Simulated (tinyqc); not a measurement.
# Free and trapped electrons in a MOS channel with a dense trap tail: free and trapped charge against gate voltage

p-type body, charge-sheet picture, full ionisation (an idealisation for deep acceptors), Boltzmann statistics for free electrons. e = Ec - EF at the surface. Acceptor-like traps of density D(E) = D0 + De exp(-E/Ew) at depth E below Ec, from 0 to Eu, hold n_t = integral of D(E)/(1 + exp((e - E)/Vt)). psi = Eg - Vt ln(Nv/Na) - e; N_dep = sqrt(2 eps0 eps_r Na (psi - Vt)/q); n_f = sqrt(N_dep^2 + 2 eps0 eps_r Vt Nc exp(-e/Vt)/q) - N_dep; Vg = Vfb + psi + q (N_dep + n_t + n_f)/Cox, Cox = eps0 eox/tox.

Free share n_f/(n_f + n_t); swing ln 10 n_f/(dn_f/dVg); field-effect mobility mf q (dn_f/dVg)/Cox, for a constant mf; oxide field q (N_dep + n_t + n_f)/(eps0 eox).

Parameters, values chosen for the exercise; band and dielectric values close to those of 4H silicon carbide:
```
symbol    value         unit                                             meaning
T           300            K                                         temperature
Eg         3.24           eV                                            band gap
eps_r      9.51                                            relative permittivity
Nc      1.68e19        cm^-3              conduction-band density of states at T
Nv      2.49e19        cm^-3                 valence-band density of states at T
eox         3.9                           relative permittivity of the insulator
tox          27           nm                                 insulator thickness
Na       1.3e17        cm^-3                                    acceptor density
Vfb       -2.04            V            flat-band voltage without trapped charge
D0       2.1e11  cm^-2 eV^-1  constant background density of acceptor-like traps
De       5.5e13  cm^-2 eV^-1          density of the tail at the conduction edge
Ew         0.06           eV                            decay energy of the tail
Eu         0.68           eV        depth below Ec down to which the traps reach
mf           91   cm^2/(V s)                          mobility of free electrons
```

Constants: q = 1.602176634e-19 C, kB = 1.380649e-23 J/K, Vt = kB T/q, eps0 = 8.8541878128e-14 F/cm where lengths are in cm. Results are converted to the units shown.

Result of one run:
columns A: Vg (V); B: e (eV); C: n_f (cm^-2); D: n_t (cm^-2); E: free share (%); F: swing (mV/decade); G: field-effect mobility (cm^2/(V s)); H: oxide field (MV/cm)
```
A            B         C         D      E     F      G      H
8.4  -0.002075  9.742e11  2.828e12  25.62  4366  58.57  2.716
```

What becomes of these results when the gate voltage Vg is changed from 8.4 to 3.2 V, all else the same?

Result of the changed run:
columns A: Vg (V); B: e (eV); C: n_f (cm^-2); D: n_t (cm^-2); E: free share (%); F: swing (mV/decade); G: field-effect mobility (cm^2/(V s)); H: oxide field (MV/cm)
```
A         B        C         D         E      F         G       H
3.2  0.3687  7.577e5  7.512e10  0.001009  114.4  0.001739  0.9276
```

The whole series:
columns A: Vg (V); B: e (eV); C: n_f (cm^-2); D: n_t (cm^-2); E: free share (%); F: swing (mV/decade); G: field-effect mobility (cm^2/(V s)); H: oxide field (MV/cm)
```
A            B         C         D         E      F         G       H
3.2     0.3687   7.577e5  7.512e10  0.001009  114.4  0.001739  0.9276
4       0.1527   3.105e9  4.629e11    0.6663  539.0     1.512   1.144
4.7    0.09949  2.397e10  9.403e11     2.486   1112     5.660   1.383
5.4    0.06880  7.717e10  1.411e12     5.186   1681     12.05   1.631
6.2    0.04393  1.956e11  1.903e12     9.319   2312     22.21   1.918
6.9    0.02670  3.653e11  2.272e12     13.85   2873     33.37   2.171
7.6    0.01212  6.076e11  2.572e12     19.11   3500     45.57   2.425
8.4  -0.002075  9.742e11  2.828e12     25.62   4366     58.57   2.716
9.1   -0.01270  1.363e12  2.986e12     31.34   5289     67.65   2.972
```

n_f reaches 1e11 cm^-2 at Vg = 5.60 V, against 3.67 V without traps. The free share rises from 0.00101 to 31.3 % and the field-effect mobility rises from 0.00174 to 67.6 cm^2/(V s), although mf = 91 is constant: in the last row 74.3 % of Cox dVg goes into free electrons. The swing in the first row is 114 mV a decade (Vt ln 10 = 59.5). For Vg = 6.2, 6.9, 7.6, 8.4, 9.1 EF lies less than 2 Vt below the band edge, or above it, where degeneracy and confinement, left out, matter.

Program tinyqc, `OMP_NUM_THREADS=1 python tinyqc.py 2222152 2222153 out.jsonl`; Intel Xeon 2.30GHz, shared host, one thread, about 0.02 s.
